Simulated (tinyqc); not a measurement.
What each parameter does: heterojunction of two tight-binding chains.

Left chain: hopping -t1, sites at 2 t1 (band bottom 0). Right chain: hopping -t2, sites at dE + 2 t2 (bottom dE). t = c/(m a^2), c = hbar^2/2m0. The bond across the interface is -tc with tc = f sqrt(t1 t2), and the last left site has the extra energy U. In a chain E = bottom + 2t (1 - cos(ka)); the surface Green function of a half chain is g = -exp(ika)/t, with Im k > 0 where cos(ka) > 1.

Constants: hbar^2/2m0 = 3.80998211 eV angstrom^2.

Inputs chosen for the exercise (masses and offset of the size met at GaN / AlGaN; shifted at random, so the results belong to these values and not to a real crystal):
- a = 4 angstrom (site spacing)
- m1 = 0.186 m0 (mass on the left)
- m2 = 0.226 m0 (mass on the right)
- dE = 0.47 eV (band offset)
- f = 1 (factor on the interface hopping)
- U = 0.3 eV (extra energy on the last left site)
- E = 0.521 eV (electron energy)

T = 4 Im(S1) Im(S2) |G|^2 with G = 1/(E - 2 t1 - U - S1 - S2), S1 = -t1 exp(i k1 a), S2 = -(tc^2/t2) exp(i k2 a).

Results for these values:
```
case       T    k1 a    k2 a
base  0.7768  0.6493  0.2205
```

What happens to each result for m2 = 0.2712 m0, all else kept?

Answer: T rises from 0.7768 to 0.8085; k1 a does not change at the printed digits; k2 a rises from 0.2205 to 0.2416.

The same for each parameter in turn:
```
case                   T    k1 a    k2 a
base              0.7768  0.6493  0.2205
m1 = 0.2232 m0    0.7470  0.7139  0.2205
m2 = 0.2712 m0    0.8085  0.6493  0.2416
dE = 0.42 eV      0.8857  0.6493  0.3109
f = 0.9           0.6404  0.6493  0.2205
U = 0.5 eV        0.7320  0.6493  0.2205
a = 3.2 angstrom  0.7716  0.5161  0.1762
```

(tinyqc, `OMP_NUM_THREADS=1 python tinyqc.py 1480391 1480392 out.jsonl`, Intel(R) Xeon(R) Processor @ 2.30GHz, 1 thread, shared host, about 0.01 s.)
